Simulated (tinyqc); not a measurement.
Monte Carlo simulation of one carrier in a uniform electric field: one step, computed by the program tinyqc. Command: `OMP_NUM_THREADS=1 python tinyqc.py 3012810 3012811 out.jsonl mcfl walk`. One thread of a shared host (Intel(R) Xeon(R) Processor @ 2.30GHz), about 3 s of CPU time with the checks.

The force e F acts along +z. Flights end at the constant total rate Gamma; the part of Gamma that the real rates do not fill is self-scattering, which leaves k unchanged. One valley, no impurities and no intervalley scattering.

Task: Flight 2. Kane band: hbar^2 k^2/(2 m) = E (1 + alpha E), speed v = hbar k/(m (1 + 2 alpha E)), states per spin, volume and energy g(E) = m k (1 + 2 alpha E)/(2 pi^2 hbar^2); overlap factors are set to 1. Masses are multiplied by m_0 and all formulas are in SI units. Flight: t = -ln(r1)/Gamma; k_z grows by e F t/hbar; E follows from the band; dz = (E_end - E_start)/(e F). Use row 2 of the random numbers.

Inputs (values chosen for the exercise, modelled on GaSb): effective mass m = 0.0418 m_0; non-parabolicity alpha = 1.3 1/eV; lattice temperature T = 100 K; electric field F = 0.11 kV/cm.

Crystal: polar. Band: Kane.

k after event 1, the start of the next flight (1/nm): [-0.0347482, -0.1178732, 0.2884258]

Random numbers (0.02 to 0.98, from up to 60 sets tried for early real events), one row a flight, columns r1, r2, r3, r4:
$$\begin{pmatrix}
0.3854 & 0.5861 & 0.6157 & 0.1628 \\
0.4533 & 0.0652 & 0.5939 & 0.4522 \\
0.1075 & 0.1147 & 0.2546 & 0.7668 \\
0.0941 & 0.2581 & 0.6297 & 0.3589 \\
0.1217 & 0.2604 & 0.8677 & 0.2838 \\
0.1060 & 0.2767 & 0.0997 & 0.1250 \\
0.6052 & 0.3309 & 0.1778 & 0.6777
\end{pmatrix}$$

Gamma = 2.747613 1e12/s

Constants: e = 1.602176634e-19 C; hbar = 1.054571817e-34 J s; m_0 = 9.1093837015e-31 kg.

Give: flight time t; k at the end of the flight; energy at the end; displacement dz.

Result:

flight time t = 288.0 fs

k at the end of the flight (1/nm): [-0.0347, -0.1179, 0.2932]

energy at the end = 83.15 meV

displacement dz = 191.1 nm
